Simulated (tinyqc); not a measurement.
# Surface potential of a MOS transistor: implicit equation and explicit approximations: what changes with what

p-type body, charge-sheet picture, depletion and inversion only, full ionisation (an idealisation for deep acceptors), Boltzmann statistics (rough once Na exp(x - xn) passes about Nc/7). In units of Vt: xg = (Vg - Vfb)/Vt, x = psi/Vt, G = gamma/sqrt(Vt), xn = (2 phiF + Vc)/Vt. The implicit equation is (xg - x)^2 = G^2 [x - 1 + exp(x - xn)] for x above about 3. Cox = eps0 eox/tox.

Inputs (values chosen for the exercise); band and dielectric values close to those of silicon: temperature T = 300 K; band gap Eg = 1.14 eV; relative permittivity eps_r = 11.7; conduction-band density of states at T Nc = 2.79e19 cm^-3; valence-band density of states at T Nv = 2.69e19 cm^-3; relative permittivity of the gate insulator (close to silicon dioxide) eox = 3.9; insulator thickness tox = 5.7 nm; acceptor density Na = 7.1e17 cm^-3; flat-band voltage Vfb = -0.32 V; channel-body voltage Vc = 0.2 V; gate-body voltage Vg = 2.13 V.

Constants: q = 1.602176634e-19 C, kB = 1.380649e-23 J/K, Vt = kB T/q, eps0 = 8.8541878128e-14 F/cm where lengths are in cm. Results are converted to the units shown.

Each table varies one quantity; the others keep the values above.

## Accuracy of the approximations against gate voltage

ni = sqrt(Nc Nv) exp(-Eg/(2 Vt)), Eg in volts; phiF = Vt ln(Na/ni); gamma = sqrt(2 q eps0 eps_r Na)/Cox; VT = Vfb + Vt (xn + G sqrt(xn - 1)). Depletion value a = 1 + [sqrt(G^2/4 + xg - 1) - G/2]^2; inversion value b = xn + ln[(xg - xn)^2/G^2 - xn + 1] and first guess y = min(a, b) - ln(1 + exp(-|a - b|)) if a > xn + 1, else b = y = a; one second-order correction with D = exp(y - xn), p = 2 (xg - y) + G^2 (1 + D), w = (xg - y)^2 - G^2 (y - 1 + D): z = y + 2 w/(p + sqrt(p^2 - 2 (2 - G^2 D) w)), or the Newton step z = y + w/p where the root is not real. N_inv = (Cox Vt G/q) [sqrt(x - 1 + exp(x - xn)) - sqrt(x - 1)] at the root. Lambert form (Cox m Vt/q) W0[(G/(2 m sqrt(xn - 1))) exp((Vg - VT)/(m Vt))], m = 1 + G/(2 sqrt(xn - 1)). Errors under 1e-4 mV, and the linear form below VT, are printed as 0.

Accuracy of the approximations against gate voltage:
```
Vg (V)	psi (V)	x - xn	error of y (mV)	error of z (mV)	N_inv (cm^-2)	Cox (Vg - VT)/q (cm^-2)	Lambert form (cm^-2)
1.28	0.8656	-11.04	1.26e-4	0	6.834e5	0	4.733e5
1.48	1.006	-5.598	0.0276	0	1.466e8	0	1.298e8
1.68	1.145	-0.2476	5.52	-8.71e-3	2.878e10	0	2.881e10
1.88	1.216	2.509	13.9	-0.917	4.151e11	7.517e11	4.232e11
2.08	1.242	3.518	10.4	-0.372	1.037e12	1.508e12	1.056e12
2.28	1.257	4.110	7.96	-0.155	1.714e12	2.264e12	1.745e12
2.48	1.268	4.535	6.57	-0.0840	2.414e12	3.020e12	2.455e12
2.68	1.277	4.871	5.67	-0.0525	3.125e12	3.777e12	3.177e12
2.88	1.284	5.150	5.02	-0.0359	3.845e12	4.533e12	3.905e12
```

What does the table show?

psi rises from 0.866 to 1.28 V and ends 5.1 Vt above 2 phiF + Vc. Among the rows the first guess is off by at most 14 mV (at Vg = 1.88 V) and the corrected value by at most 0.92 mV. In the last row the linear form is 18 % above N_inv and the Lambert form 1.6 % above it; in the first row the Lambert form is 31 % below it. For Vg = 1.88, 2.08, 2.28, 2.48, 2.68, 2.88 the electron quasi-Fermi level lies less than 2 Vt below the band edge at the surface, or above it, where degeneracy and confinement, left out, matter.

## Effect of the acceptor density at fixed gate voltage

Same model as above.

Vfb is held fixed.

Results:
```
Na (cm^-3)	psi (V)	x - xn	error of y (mV)	error of z (mV)	N_inv (cm^-2)	Cox (Vg - VT)/q (cm^-2)	Lambert form (cm^-2)
2.4e16	1.1814	7.9456	7.92	-0.159	4.1979e12	5.0304e12	4.3596e12
5.1e16	1.1996	7.1433	7.45	-0.130	3.8480e12	4.6184e12	3.9760e12
2.3e17	1.2333	5.4318	7.13	-0.111	2.7056e12	3.3502e12	2.7708e12
5e17	1.2453	4.3434	8.16	-0.169	1.7473e12	2.3043e12	1.7826e12
1.1e18	1.2349	2.3643	13.0	-0.719	4.4746e11	7.8477e11	4.5494e11
2.3e18	1.0153	-7.6051	5.41e-3	0	3.5286e7	0	2.8099e7
5e18	0.70171	-21.288	0	0	71.865	0	11.420
```

Estimate the missing row, Na = 1.1e17 cm^-3.

Computed row:
```
Na (cm^-3)	psi (V)	x - xn	error of y (mV)	error of z (mV)	N_inv (cm^-2)	Cox (Vg - VT)/q (cm^-2)	Lambert form (cm^-2)
1.1e17	1.2176	6.2997	7.12	-0.111	3.3580e12	4.0661e12	3.4532e12
```

With this row back in the table: As Na goes from 2.4e16 to 5e18, psi goes from 1.18 through a maximum of 1.25 (at Na = 5e17 among the rows listed) to 0.702 V, x - xn falls from 7.95 to -21.3 and N_inv falls from 4.20e12 to 71.9 cm^-2. The Lambert form lies between 0.159 and 1.04 times N_inv. For Na = 2.4e16, 5.1e16, 1.1e17, 2.3e17, 5e17, 1.1e18 the electron quasi-Fermi level lies less than 2 Vt below the band edge at the surface, or above it, where degeneracy and confinement, left out, matter.

Program tinyqc, `OMP_NUM_THREADS=1 python tinyqc.py 2122237 2122238 out.jsonl`; Intel Xeon 2.30GHz, shared host, one thread, about 0.01 s.
